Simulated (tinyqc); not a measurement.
Three-phonon processes in a diatomic chain: dispersion, energy and momentum conservation, and decay channels of optical phonons: one step, computed by the program tinyqc. Command: `OMP_NUM_THREADS=1 python tinyqc.py 3120016 3120017 out.jsonl threeph walk`. One thread of a shared host (Intel(R) Xeon(R) Processor @ 2.30GHz), about 0.05 s of CPU time with the checks.

Cell length a, two atoms, one spring constant. x = q a/pi runs from -1 to 1; A and O are the acoustic and optical branches. Matrix elements are not computed: only conservation laws and occupation factors are followed.

Question. Decay of the zone-centre phonon. omega^2 = k (1/m + 1/M) -/+ k sqrt((1/m + 1/M)^2 - 4 sin^2(pi x/2)/(m M)); nu = 15.6333042 THz x sqrt(omega^2) for eV/(angstrom^2 u). O(0) -> A(x) + A(-x) needs nu_A(x) = nu_O(0)/2, which gives sin^2(pi x/2) = (3/16)(m + M)^2/(m M). Full width at half maximum Gamma = Gamma_0 (1 + 2 n), n = 1/(exp(h nu_A/(k_B T)) - 1); lifetime = 1/(2 pi c Gamma).

Inputs (values chosen for the exercise, for a model chain):

| quantity | value | unit |
|---|---|---|
| light mass m | 31 | u |
| heavy mass M | 70.1 | u |
| temperature T | 100 | K |
| zero-temperature width Gamma_0 | 0.34 | 1/cm |

optical top = 9.655915 THz

Constants: h x 1 THz = 4.135667696 meV; k_B = 8.617333262e-05 eV/K; c = 299792458 m/s.

Give: x of the products; their frequency; occupation n; width Gamma; lifetime.

Answer.

x of the products = 0.7767

their frequency = 4.828 THz

occupation n = 0.1093

width Gamma = 0.4144 1/cm

lifetime = 12.81 ps
